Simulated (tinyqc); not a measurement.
Haynes-Shockley experiment: what a collector records, against the distance from injector to collector.

A sheet injected at x = 0, t = 0 gives at x = L the signal n(t) = N0 exp(-t/tau - (L - v t)^2/(4 D t))/sqrt(4 pi D t), D = mu Vt, v = mu F. Its peak lies at tp = [-D + sqrt(D^2 + u^2 L^2)]/u^2, u^2 = v^2 + 4 D/tau; dt is the full width at half height. Simple readings: mobility L/(F tp), diffusion coefficient (L dt/tp)^2/(16 ln 2 tp). Area v times the integral of n over N0: (v/u) exp(L (v - u)/(2 D)).

Values chosen for this exercise: temperature T = 300 K; minority-carrier mobility mu = 7880 cm^2/(V s); sweep field along the drift F = 7 V/cm; lifetime tau = 1.7e-6 s.

Constants: q = 1.602176634e-19 C, kB = 1.380649e-23 J/K, Vt = kB T/q. Results are converted to the units shown.

Haynes-Shockley experiment: what a collector records, against the distance from injector to collector:
```
L (um)  L/v (us)  tp (us)  dt (us)  apparent mobility (cm^2/(V s))  apparent D (cm^2/s)     area  exp(-L/(v tau))
79        0.1432  0.08730   0.2232                         1.293e4                421.5   0.8570           0.9192
130       0.2357   0.1687   0.3173                         1.101e4                319.4   0.8133           0.8705
210       0.3807   0.3007   0.4292                            9976                269.3   0.7491           0.7994
350       0.6345   0.5347   0.5774                            9350                240.8   0.6487           0.6885
570        1.033   0.9044   0.7549                            9004                225.7   0.5175           0.5445
940        1.704    1.527   0.9843                            8793                216.8   0.3538           0.3670
1500       2.719    2.470    1.254                            8674                211.8   0.1990           0.2020
2500       4.532    4.155    1.629                            8595                208.5  0.07124          0.06953
```

True values: mu = 7880 cm^2/(V s), D = 204 cm^2/s. The apparent mobility is 64 % above the true one in the first row and 9.1 % above it in the last, and the apparent D 2.07 times and 2.4 % above D. The peak always comes before L/v, since spreading and decay both weigh down the later part of the signal; the shift is 39 % and 8.3 % in these rows.

Numbers from tinyqc (`OMP_NUM_THREADS=1 python tinyqc.py 2310104 2310105 out.jsonl`; about 0.01 s on one thread of a shared Intel Xeon 2.30GHz).
